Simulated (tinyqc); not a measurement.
What each parameter does: thresholds of impact ionisation and Auger recombination from band masses.

Parabolic bands, no phonon. At threshold the three slow carriers share one velocity. With M their total mass and m4 the mass of the fast carrier, the fast carrier has the kinetic energy E_T = G M/(M - m4) and the slow ones together E_a = G m4/(M - m4), the activation energy of the Auger rate. CCCH (fast electron): G = Eg, M = 2 me + mh, m4 = me. CHHS (hole into the split-off band): G = Eg - Dso, M = 2 mh + me, m4 = ms; this form holds for Eg > Dso (below, the process needs about Dso - Eg and is marked by a dash). CHHL (hole into the light band): G = Eg, M = 2 mh + me, m4 = ml. CHHH (fast heavy hole): G = Eg, M = 2 mh + me, m4 = mh.

Non-parabolic fast electron: E (1 + alpha E) = c k^2/me with alpha = (1 - me)^2/Eg; the slow carriers stay parabolic, so E_T = Eg + me E_T (1 + alpha E_T)/M, M = 2 me + mh (the root between Eg and 1.9 Eg).

Constants: kB = 8.617333262e-05 eV/K.

Inputs chosen for the exercise (near those of InSb, gap at low temperature and not tied to T; the results hold for these values, not for the real material): Eg = 0.233 eV (gap at Gamma to the s-like level); Dso = 0.79 eV (spin-orbit splitting); me = 0.0138 m0 (electron mass at Gamma); mh = 0.39 m0 (heavy-hole mass); ms = 0.102 m0 (split-off mass); ml = 0.0152 m0 (light-hole mass); T = 400 K (temperature).

Activation energies.

Results for these values:
```
case  CCCH (meV)  CCCH non-parabolic (meV)  CHHL (meV)
base        7.96                     16.87        4.55
```

What happens to each result for me = 0.0124 m0, all else kept?

Answer: CCCH falls from 7.96 to 7.18; CCCH non-parabolic falls from 16.87 to 15.12; CHHL rises from 4.55 to 4.56.

The same for each parameter in turn:
```
case            CCCH (meV)  CCCH non-parabolic (meV)  CHHL (meV)
base                  7.96                     16.87        4.55
Eg = 0.2097 eV        7.17                     15.18        4.09
Dso = 0.869 eV        7.96                     16.87        4.55
me = 0.0124 m0        7.18                     15.12        4.56
mh = 0.351 m0         8.81                     18.83        5.06
ms = 0.1122 m0        7.96                     16.87        4.55
ml = 0.0167 m0        7.96                     16.87        5.01
```

Run: tinyqc, `OMP_NUM_THREADS=1 python tinyqc.py 1880253 1880254 out.jsonl`; Intel(R) Xeon(R) Processor @ 2.30GHz, one thread, shared host; about 0.01 s of CPU time with all checks.
